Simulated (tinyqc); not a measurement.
Worked calculation: valley splitting of a silicon quantum well in envelope theory. Values are carried at full precision from step to step, so a last printed digit may differ when a step is redone from the rounded ones.

Constants: hbar^2/2m0 = 3.80998211 eV angstrom^2; kB = 8.617333262e-05 eV/K.

Parameters, chosen for this exercise (near those of a strained Si well in SiGe; shifted at random, so the results belong to these values and not to a real crystal):
```
symbol  value  unit      meaning
k0      0.839  2 pi/a    valley position
a       5.431  angstrom  lattice constant
ml      0.898  m0        mass along z
F       1.4    mV/nm     field pressing towards the upper interface
w       0.6    angstrom  interface width parameter
L       84     angstrom  well width
V0      0.18   eV        conduction offset
C0      0.235            Bloch overlap factor
Yb      0.3              Ge share of the barrier
Yw      0                Ge share of the well
ad      150    angstrom  dot radius
```

## Wave number and lengths

q = 2 k0 (2 pi/a), its wavelength, the field length (c/(ml e F))^(1/3) with c = hbar^2/2m0 and 1 mV/nm = 1e-4 eV/angstrom, and the damping factor y/sinh(y), y = pi q w, of a step smoothed as 1/(1 + exp(z/w)).

q = 1.9413 1/angstrom
wavelength = 3.237 angstrom
field length = 31.2 angstrom
damping factor = 0.189

## The envelope

The well lies at 0 < z < L; U(z) = V0 [1/(1 + exp(z/w)) + 1/(1 + exp((L - z)/w))] - e F z, 1 mV/nm = 1e-4 eV/angstrom. The envelope psi solves -(c/ml) psi'' + U psi = E psi, c = hbar^2/2m0, by three-point differences on a grid of 0.1 angstrom from -40 to L + 40 angstrom. The two valleys at +/- k0 couple through D = C0 times the integral of exp(-i q z) U(z) psi^2, q = 2 k0 (2 pi/a), and split by Ev = 2|D|.

Two lowest levels, mean position, and psi^2 at both interfaces.

levels (meV): [-1.45, 13.40]

<z> = 47.4 angstrom
psi^2 at z = 0 and L (1/angstrom): [0.000255, 0.000991]

The field makes psi^2 at the upper interface 3.89 times that at the lower one. The orbital spacing is 14.8 meV.

## Contributions to the coupling

Split D into the lower barrier, the upper barrier and the field term.

Parts of D (micro-eV):
```
part            real  imaginary   size
lower barrier  0.758      0.803  1.104
upper barrier  3.665     -2.236  4.293
field term     0.006     -0.003  0.007
```

## Valley splitting and phase

The inter-valley coupling D is the sum of the complex parts; Ev = 2|D|, the valley phase is arg D, and kB T equals Ev at T = Ev/kB.

Ev = 9.31 micro-eV
phase = -0.31 rad
T = 0.11 K

The upper barrier gives the largest part.

## Alloy disorder

Random alloy: with Y(z) = Yw + (Yb - Yw) B(z), B the bracket in U, and in-plane density exp(-r^2/ad^2)/(pi ad^2), D gains a random complex part of variance sigma^2 = (C0^2/pi)(a^2 V0/(8 ad (Yb - Yw)))^2 (4/a) times the integral of psi^4 Y (1 - Y). Alone it gives a mean splitting sqrt(pi) sigma; together with the smooth part the rms splitting is 2 sqrt(|D|^2 + sigma^2).

Give the integral, sigma, the mean splitting from disorder alone and the rms total.

integral = 4.64e-07 1/angstrom
sigma = 1.1 micro-eV
sqrt(pi) sigma = 2.0 micro-eV
rms splitting = 9.6 micro-eV

|D|/sigma = 4.07: the smooth part dominates, and the splitting scatters from dot to dot by about sqrt2 sigma, 17 % of Ev; this needs interfaces sharper than most grown wells have.

## Checks

- Lowest level for sharp walls and no field against the square well, meV: both 4.8.
- Size of one barrier part in that case against C0 V0 psi(0)^2/sqrt(q^2 + 4 kappa^2), micro-eV: both 12.

Program tinyqc; command `OMP_NUM_THREADS=1 python tinyqc.py 1250322 1250323 out.jsonl`; about 0.1 s on one thread of a shared Intel(R) Xeon(R) Processor @ 2.30GHz.
